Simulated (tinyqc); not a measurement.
## Frequency dispersion of an accumulation capacitance by border traps, distributed model: capacitance and loss against frequency

Traps spread evenly through the insulator exchange electrons with the semiconductor by tunnelling, with tau(x) = t0 exp(2 ka x) at depth x from the interface. The admittance per area Y seen at depth x obeys dY/dx = -Y^2/(i w eps0 eox) + q Nb ln(1 + i w tau)/tau, with Y(0) = i w Cs and w = 2 pi f; the gate sees Y(tox) = G + i w C. Working variable y = Y/(i w), in uF/cm^2. Cox = eps0 eox/tox.

Cox; trap-free value 1/(1/Cox + 1/Cs); response depth d = ln(1/(w t0))/(2 ka), where w tau = 1; lumped estimate: all traps within d act as C_bt = q Nb d placed at d/2, so C = 1/{1/[1/(1/Cs + d/(2 eps0 eox)) + C_bt] + (tox - d/2)/(eps0 eox)}. C and G from a fine integration; dispersion -d C/d log10 f over C, from f times and over 1.1. For a broad spread of time constants G/w is close to -(pi/2) dC/d ln w.

Inputs (values chosen for the exercise); permittivity close to that of aluminium oxide:
```
symbol,value,unit,meaning
eox,8.67,,relative permittivity of the insulator
tox,12,nm,insulator thickness
Cs,3.5,uF/cm^2,semiconductor capacitance in accumulation
Nb,6.8e18,cm^-3 eV^-1,density of border traps
ka,6.5,1/nm,decay constant of the wave function in the insulator
t0,4e-11,s,time constant of a trap at the interface
```

Constants: q = 1.602176634e-19 C, eps0 = 8.8541878128e-14 F/cm where lengths are in cm. Results are converted to the units shown.

The same in every row: trap-free C (uF/cm^2) = 0.5409.

Capacitance and loss against frequency:

| f (Hz) | d (nm) | C (uF/cm^2) | G/w (uF/cm^2) | dispersion (% a decade) | -(pi/2) dC/d ln w (uF/cm^2) | lumped C (uF/cm^2) |
|---|---|---|---|---|---|---|
| 10 | 1.523 | 0.5485 | 8.708e-4 | 0.2326 | 8.704e-4 | 0.5477 |
| 100 | 1.346 | 0.5472 | 7.982e-4 | 0.2137 | 7.978e-4 | 0.5466 |
| 1000 | 1.169 | 0.5461 | 7.281e-4 | 0.1953 | 7.277e-4 | 0.5456 |
| 10000 | 0.9918 | 0.5451 | 6.608e-4 | 0.1776 | 6.603e-4 | 0.5446 |
| 1e5 | 0.8147 | 0.5442 | 5.962e-4 | 0.1605 | 5.957e-4 | 0.5438 |
| 1e6 | 0.6376 | 0.5434 | 5.344e-4 | 0.1440 | 5.339e-4 | 0.5430 |
| 1e7 | 0.4605 | 0.5426 | 4.753e-4 | 0.1283 | 4.750e-4 | 0.5423 |

What does the table show?

C falls from 0.5485 to 0.5426 uF/cm^2, towards the trap-free 0.5409; each decade of frequency removes ln 10/(2 ka) = 0.177 nm from the response depth. The dispersion falls from 0.233 to 0.128 % a decade and G/w falls from 8.71e-4 to 4.75e-4 uF/cm^2. G/w stays at 1.00 times -(pi/2) dC/d ln w, the relation for a broad spread of time constants.

tinyqc, about 0.6 s, one thread, Intel Xeon 2.30GHz (shared host): `OMP_NUM_THREADS=1 python tinyqc.py 2202155 2202156 out.jsonl`
